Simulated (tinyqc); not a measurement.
# Worked calculation: off-state leakage of single and stacked transistors

Computed by the program tinyqc: `OMP_NUM_THREADS=1 python tinyqc.py 2242123 2242124 out.jsonl`, one thread of a shared Intel Xeon 2.30GHz, about 0.03 s for the whole run. Printed values are rounded.

n-channel devices of unit width. Subthreshold current I(Vg, Vs, Vd) = I0 (T/300 K)^0.5 exp[(Vg - Vs - VT(T) - gb (Vs - Vb) + dd (Vd - Vs))/(nf Vt)] (1 - exp(-(Vd - Vs)/Vt)), VT(T) = VT - cT (T - 300 K). Gate-edge tunnelling Ig (Vd/1 V) exp(ag (Vd - 1 V)), for a gate at 0 V, and band-to-band leakage Ab u exp(-Bb/u), u = Vd - Vb + 1 V, flow at a drain held at V; both are taken as independent of T. In a stack of off transistors (all gates at 0 V) the same subthreshold current passes through each.

Inputs (values chosen for the exercise); values of the order met in bulk silicon logic transistors: temperature T = 378 K; supply voltage V = 1 V; threshold at 300 K, zero drain and body bias VT = 0.29 V; fall of the threshold with temperature cT = 0.6 mV/K; current at threshold at 300 K I0 = 0.76 uA/um; slope factor nf = 1.32; drain-induced lowering per volt dd = 0.11; rise of the threshold per volt of source-body bias gb = 0.13; gate-edge tunnelling current at 1 V Ig = 0.0002 uA/um; exponential slope of the gate current ag = 5.4 1/V; prefactor of band-to-band leakage at the drain Ab = 200 uA/(um V); its exponential voltage Bb = 23 V; body voltage Vb = 0 V.

Constants: q = 1.602176634e-19 C, kB = 1.380649e-23 J/K, Vt = kB T/q. Results are converted to the units shown.

## Leakage of one transistor

Vg = Vs = 0, Vd = V; effective threshold VT(T) - gb Vb - dd V.

effective threshold = 0.1332 V
parts (nA/um): subthreshold 38.5127, gate edge 0.2, band-to-band 4.05204
total = 42.7647 nA/um
shares (%): subthreshold 90.0571, gate edge 0.467675, band-to-band 9.47519

The subthreshold part is the largest.

## Starting value

Vx = dd V/(1 + gb + 2 dd), the solution for Vx well above Vt, rounded to three decimals.

Vx at the start = 0.081 V

## Iteration 1: new Vx

Stack of two, Vx the node between them: I_low = I(0, 0, Vx), I_up = I(0, Vx, V), f = ln(I_up/I_low), f' = -(1 + gb + 2 dd)/(nf Vt) - 1/(Vt (exp(Vx/Vt) - 1)) - 1/(Vt (exp((V - Vx)/Vt) - 1)), Vx(new) = Vx - f/f'.

I_low = 3.36371 nA/um
I_up = 3.72480 nA/um
f = 0.101967
f' = -34.1830 1/V
Vx after iteration 1 = 0.0839830 V

## Iteration 2: new Vx

As before.

I_low = 3.41639 nA/um
I_up = 3.41776 nA/um
f = 4.00463e-4
f' = -33.9192 1/V
Vx after iteration 2 = 0.0839948 V

## Course of the iteration

Stop when the step is below 1e-11 V, or after 40 iterations.

Course of the iteration:
```
iteration,Vx before the step (V),step (V)
1,0.081,2.98e-3
2,0.0839830,1.18e-5
3,0.0839948,1.72e-10
4,0.0839948,< 1e-15
```

Converged in 4 iterations. The subthreshold current of the stack is 3.417 nA/um, 11.3 times less than that of one transistor (the drain leakage is unchanged); the estimate exp[dd V (1 + gb + dd)/((1 + gb + 2 dd) nf Vt)] gives 10.5.
